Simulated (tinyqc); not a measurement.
Effective-mass impurity with a central-cell term, in a basis of Slater functions: one step, computed by the program tinyqc. Command: `OMP_NUM_THREADS=1 python tinyqc.py 3008138 3008139 out.jsonl centralcell walk`. One thread of a shared host (Intel(R) Xeon(R) Processor @ 2.30GHz), about 0.01 s of CPU time with the checks.

The envelope obeys H = -nabla^2 - (2/r) [Z + A exp(-kappa r)] in effective units, with kappa = a*/lambda; positive A deepens the well near the core.

Problem. Matrices over the s basis. zeta_i = zeta_1 beta^(i-1), i = 1..n. For s functions exp(-zeta r), with s = zeta_i + zeta_j: S = 2/s^3, T = zeta_i zeta_j S, V = -2 Z/s^2, W = -2 A/(s + kappa)^2; each function is normalised by dividing by sqrt(S_ii S_jj).

Inputs (values chosen for the exercise, for a model semiconductor):
```
quantity,value,unit
charge Z of the core,1,-
central-cell strength A,1.1,-
basis size n,2,-
smallest exponent zeta_1,0.33,1/a*
ratio beta of exponents,2.9,-
```

Impurity: acceptor, one isotropic band.

kappa = 5.407650 1/a*

Give: exponents; overlap S; kinetic T; Coulomb V; central cell W.

Solution.

exponents (1/a*): [0.33, 0.957]

overlap S:
```
,1,2
1,1.000,0.666
2,0.666,1.000
```

kinetic T (Ry*):
```
,1,2
1,0.1089,0.2103
2,0.2103,0.915849
```

Coulomb V (Ry*):
```
,1,2
1,-0.66,-0.8572
2,-0.8572,-1.914
```

central cell W (Ry*):
```
,1,2
1,-0.008590,-0.03485
2,-0.03485,-0.1439
```
